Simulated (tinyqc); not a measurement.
Comparisons within one model: strained quantum well: band edges, subbands and transparency. A value that a table varies takes the place of the one given here.

Growth on (001), barriers unstrained: tr(e) = e (2 - nu2), Z = b e (1 + nu2); Ec = Ev + Eg + ac tr(e), E_HH = Ev + av tr(e) + Z, E_LH = Ev + av tr(e) - Z (coupling to the split-off band left out).

Masses along z: me, 1/(g1 - 2 g2) for HH, 1/(g1 + 2 g2) for LH, likewise in the barrier; in the plane me, 1/(g1 + g2) for HH and 1/(g1 - g2) for LH (no mixing, which understates the hole masses away from k = 0). Level n solves k L + 2 atan[(k/m)/(kappa/mb)] = n pi, k = sqrt(m E/c), kappa = sqrt(mb (V - E)/c), c = hbar^2/2m0.

Transparency (Bernard-Duraffourg): Fc - Fv equals the lowest transition energy with n = p, n = sum m/(2 pi c) kB T ln(1 + exp((Fc - E)/kB T)) and p likewise over the listed subbands; c = hbar^2/2m0, 1/angstrom^2 = 1e16/cm^2.

Constants: hbar^2/2m0 = 3.80998211 eV angstrom^2; kB = 8.617333262e-05 eV/K; hc = 1239.841984 eV nm.

Parameters, chosen for this exercise (near those of an InGaAs/InP well; shifted at random, so the results belong to these values and not to a real crystal): nu2 = 1.01 (2 C12/C11); Eg = 0.641 eV (unstrained gap of the well); Ev = -0.581 eV (its valence edge); ac = -5.9 eV; av = 1.06 eV (Ev moves by av tr(e)); b = -1.88 eV (shear potential); Egb = 1.35 eV (gap of the barrier); Evb = -0.94 eV (its valence edge); L = 46 angstrom (well width); me = 0.0398 m0 (electron mass); g1 = 14.92 (gamma1); g2 = 5.99 (gamma2); meb = 0.08 m0; g1b = 5.08; g2b = 1.6; T = 300 K (temperature); es = (-0.02, -0.014, -0.008, -0.003, 0, 0.003, 0.007, 0.012) (strains); e = -0.0051 (strain in the plane); Ls = (25, 35, 50, 65, 85, 110, 150) angstrom (widths).

## Strain as a design knob

Only the strain is changed; the unstrained gap and the masses are kept.

Results:

| e (%) | wavelength (nm) | top hole | hh1 - lh1 (meV) | n_tr (1e12/cm^2) | share in top |
|---|---|---|---|---|---|
| -2.0 | 1498 | hh1 | 206 | 0.332 | 0.97 |
| -1.4 | 1520 | hh1 | 166 | 0.333 | 0.96 |
| -0.8 | 1544 | hh1 | 125 | 0.336 | 0.94 |
| -0.3 | 1565 | hh1 | 91 | 0.346 | 0.88 |
| 0.0 | 1578 | hh1 | 71 | 0.361 | 0.81 |
| 0.3 | 1592 | hh1 | 50 | 0.390 | 0.69 |
| 0.7 | 1611 | hh1 | 23 | 0.461 | 0.47 |
| 1.2 | 1662 | lh1 | -12 | 0.534 | 0.77 |

n_tr is largest at e = +1.2 % (0.53), where hh1 - lh1 = -12 meV and the top subband holds 77 % of the holes, and smallest, 0.33, at -2.0, -1.4 and -0.8 %. The top hole level turns from hh to lh, and the light from TE to TM, between +0.7 and +1.2 %. The wavelength runs from 1498 to 1662 nm.

## Width of the well

All levels anew.

Results:

| L (angstrom) | wavelength (nm) | top hole | hh1 - lh1 (meV) | n_tr (1e12/cm^2) | share in top | n_tr/L (1e18/cm^3) |
|---|---|---|---|---|---|---|
| 25 | 1356 | hh1 | 132 | 0.329 | 0.98 | 1.32 |
| 35 | 1468 | hh1 | 119 | 0.332 | 0.96 | 0.95 |
| 50 | 1581 | hh1 | 101 | 0.345 | 0.89 | 0.69 |
| 65 | 1655 | hh1 | 88 | 0.365 | 0.79 | 0.56 |
| 85 | 1718 | hh1 | 76 | 0.398 | 0.66 | 0.47 |
| 110 | 1766 | hh1 | 66 | 0.440 | 0.54 | 0.40 |
| 150 | 1810 | hh1 | 57 | 0.515 | 0.41 | 0.34 |

The wavelength tunes by 454 nm. The sheet density at transparency changes from 0.33 to 0.52, the top hole subband holding 0.98 and 0.41 of the holes at the ends, while the volume density falls by a factor 3.8. Critical thickness and carrier escape are left out.

## What each parameter does

Edge wavelength, hh1 - lh1 and n_tr. Each row changes one parameter from the base and keeps the others.

Results:

| case | wavelength (nm) | hh1 - lh1 (meV) | n_tr (1e12/cm^2) |
|---|---|---|---|
| base | 1555.8 | 105.5 | 0.340 |
| L = 56 angstrom | 1614.1 | 95.5 | 0.352 |
| e = -0.0071 | 1547.4 | 119.1 | 0.337 |
| Eg = 0.621 eV | 1589.1 | 105.5 | 0.340 |
| b = -2.16 eV | 1561.3 | 110.8 | 0.339 |
| ac = -5.31 eV | 1560.7 | 105.5 | 0.340 |
| me = 0.0438 m0 | 1559.6 | 105.5 | 0.358 |
| g1 = 15.82 | 1546.8 | 101.4 | 0.332 |
| T = 340 K | 1555.8 | 105.5 | 0.394 |

The largest shifts from the base row, up to three for each result and ties (the steps differ in size, so this ranks the rows, not the parameters). wavelength (nm): L +58.3, Eg +33.3, g1 -9.0; unchanged at the printed digits by T. hh1 - lh1 (meV): e +13.6, L -10.0, b +5.3; unchanged at the printed digits by Eg, ac, me and T. n_tr (1e12/cm^2): T +0.054, me +0.018, L +0.012; unchanged at the printed digits by Eg and ac.

Program tinyqc; command `OMP_NUM_THREADS=1 python tinyqc.py 1250963 1250964 out.jsonl`; about 0.01 s on one thread of a shared Intel(R) Xeon(R) Processor @ 2.30GHz.
